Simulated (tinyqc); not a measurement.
Inside a calculation. Model: Frenkel-Kontorova chain: a misfit dislocation (kink) in a monolayer on a periodic substrate. Computed by tinyqc, a small Python program that keeps every step. Command: `OMP_NUM_THREADS=1 python tinyqc.py 3001042 3001043 out.jsonl fkchain walk`. One thread of a shared host (Intel(R) Xeon(R) Processor @ 2.30GHz), about 0.02 s of CPU time with the checks. Intermediate numbers are printed to about 5 digits and carried at full precision; extremes and crossings named in words are read from the listed rows.

E = sum_j [(k/2)(x_(j+1) - x_j - b)^2 + (W/2)(1 - cos(2 pi x_j/a))], x_j = a (j + u_j). A kink takes u from 0 to 1: the chain is stretched by one period and has one atom fewer than wells.

Inputs (values chosen for the exercise, for a model overlayer):
```
quantity              value           unit
spring constant k      8.64  eV/angstrom^2
substrate period a     3.63       angstrom
corrugation W          10.2             eV
misfit f = (b - a)/a   0.25              -
atoms on each side n      9              -
atomic mass M           198              u
```

Relaxation: Newton steps.

Constants: nu for 1 eV/(angstrom^2 u) = 15.6333042 THz.

## Continuum limit

l0 = sqrt(k a^2/(2 W)); kink u(j) = (2/pi) arctan exp(pi j/l0); kink energy at f = 0: E0 = (4/pi) W l0; with misfit E0 - k a^2 f; kinks become favourable at f_c = 2/(pi l0), and a coherent chain with free ends loses stability at f_m = 1/l0. Lowest vibration of the flat chain: nu0 = 15.6333042 THz x sqrt(2 pi^2 W/(a^2 M)).

kink width l0 = 2.3624

kink energy E0 = 30.680 eV

kink energy with misfit = 2.2181 eV

critical misfit f_c = 0.26948

limit f_m = 0.42330

gap frequency nu0 = 4.3429 THz

f < f_c: the layer stays in register. Caution: a corrugation above 1 eV is larger than real overlayers usually show; it is chosen to keep the kink narrow. Caution: for l0 below about 3 the kink spans few atoms, and the continuum kink energy is off by about 2 per cent or more.

## Start between two atoms

Discrete chain at f = 0, ends held at u = 0 and 1: E = (k a^2/2) sum (u_(j+1) - u_j)^2 + (W/2) sum (1 - cos 2 pi u_j), gradient g_j = k a^2 (2 u_j - u_(j-1) - u_(j+1)) + pi W sin(2 pi u_j), Hessian 2 k a^2 + 2 pi^2 W cos(2 pi u_j) on the diagonal and -k a^2 beside it. Free atoms j = -n..n-1 start from the continuum shape centred half-way, at j + 1/2.

u at the start: 0.00001  0.00003  0.00011  0.00042  0.00160  0.00606  0.02290  0.08608  0.30241  0.69759  0.91392  0.97710  0.99394  0.99840  0.99958  0.99989  0.99997  0.99999

E at the start = 29.775 eV

gradient (eV): 0.0000  -0.0009  -0.0035  -0.0133  -0.0504  -0.1900  -0.6811  -0.9376  9.9620  -9.9620  0.9376  0.6811  0.1900  0.0504  0.0133  0.0035  0.0009  0.0000

## Relaxation

Start as above (continuum shape at j + 1/2, j = -n..n-1, l0 = sqrt(k a^2/(2 W))). u(new) = u - H^-1 g; stop when the largest gradient is below 1e-9 eV.

Course:
```
step  E (eV)  largest gradient (eV)
1     29.775             9.9620e+00
2     29.413             9.7160e-01
3     29.409             7.1482e-03
4     29.409             4.0361e-07
5     29.409                      0
```

relaxed u: 0.00001  0.00004  0.00015  0.00053  0.00185  0.00645  0.02244  0.07798  0.26598  0.73402  0.92202  0.97756  0.99355  0.99815  0.99947  0.99985  0.99996  0.99999

energy, centre between atoms = 29.409 eV

last gradient = 0 eV

Converged; the discrete energy is 0.9586 of the continuum value, which puts the discrete f_c = E/(k a^2) at 0.2583.

## Peierls barrier

Repeat by Newton steps with an atom at the centre (j = -n..n, u_0 = 1/2). Barrier = difference of the two energies; the lowest Hessian eigenvalue tells minimum from saddle.

energy, centre on an atom = 30.164 eV

Peierls barrier = 754.78 meV

lowest eigenvalue, between atoms = 52.439 eV

lowest eigenvalue, on an atom = -46.297 eV

The atom-centred kink, with an atom on top of the corrugation, is a saddle and the other a minimum. The barrier is 7.4 % of W, what one atom alone would climb.

## Kink density above f_c

Frank and van der Merwe: the modulus q solves f = 2 E(q)/(pi l0 q), and the kinks per atom are pi/(2 l0 q K(q)), with the complete elliptic integrals K and E; strain left = f - density (for f above f_c = 2/(pi l0)).

Continuum ground state:
```
f             q  kinks per atom  strain left
0.2708  0.99903         0.14763      0.12317
0.2749  0.99526         0.17945      0.09545
0.2830  0.98664         0.20958      0.07342
0.2964  0.97077         0.24115      0.05525
0.3234  0.93619         0.28650      0.03690
0.3773  0.86544         0.35657      0.02073
0.4581  0.76736         0.44718      0.01092
0.5929  0.63528         0.58801      0.00489
```

0.49 % above f_c the density is already 0.55 of f: kinks repel only exponentially, so they flood in, as 1/|ln(f - f_c)|. At 2.2 f_c they take up 99.2 % of the misfit and the layer floats nearly free.

Checks made by the program: energy against a quasi-Newton minimiser (relative difference below 1e-10).
